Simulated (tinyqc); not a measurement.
Mesh against width: smearing for a one-band metal on the square lattice.

Lattice vectors (units of a): a1 = (1, 0), a2 = (0, 1). E(k) = -t A_1(k) - t2 A_2(k), A_m the sum of cos(k . R) over the 4 nearest and 4 second lattice vectors. Mesh k = sum (j_i/N) b_i, j_i = 0 .. N-1.

With x = (E_k - mu)/sigma: Gaussian f = erfc(x)/2, s = exp(-x^2)/(2 sqrt(pi)); Methfessel-Paxton (first order) f = erfc(x)/2 - x exp(-x^2)/(2 sqrt(pi)), s = (1 - 2 x^2) exp(-x^2)/(4 sqrt(pi)). With weights w = points/N^d (d the dimension), mu solves 2 sum w f = ne; E = 2 sum w f E_k, S = 2 sum w s, F = E - sigma S.

Inputs chosen for the exercise: t = 0.88 eV (nearest hopping); t2 = 0.18 eV (second hopping); ne = 0.72 (electrons per cell).

Gaussian smearing, (E + F)/2. The reference is F of first-order Methfessel-Paxton smearing with sigma = 0.05 t on the mesh N = 200; it moves by 0.00 meV on the mesh N = 250, so errors below a few times that are not resolved.

Errors (meV per cell):
```
N   sigma = 0.05 t  sigma = 0.15 t  sigma = 0.4 t
4            51.86           47.64          37.09
8             3.54            1.06          -4.67
12            4.85            3.75           1.75
16           -1.09           -1.81          -1.07
24            1.04            0.95           0.14
48           -0.17           -0.06           0.04
```

reference = -1.46397 eV

What does the comparison show, and why?

First N from which the value stays within 2 meV of its last entry (which need not be the best one): 16 for sigma = 0.05 t, 16 for sigma = 0.15 t, 12 for sigma = 0.4 t. At the last mesh the errors are -0.17, -0.06 and +0.04 meV. The widest smearing converges sooner with the mesh than the narrowest; a level at which its last entries rest, if any, is its bias. The smallest error belongs to 0.05 t on 0, 0.15 t on 1, 0.4 t on 5 of the 6 meshes.

Program tinyqc; command `OMP_NUM_THREADS=1 python tinyqc.py 1651995 1651996 out.jsonl`; about 0.08 s on one thread of a shared Intel(R) Xeon(R) Processor @ 2.30GHz.
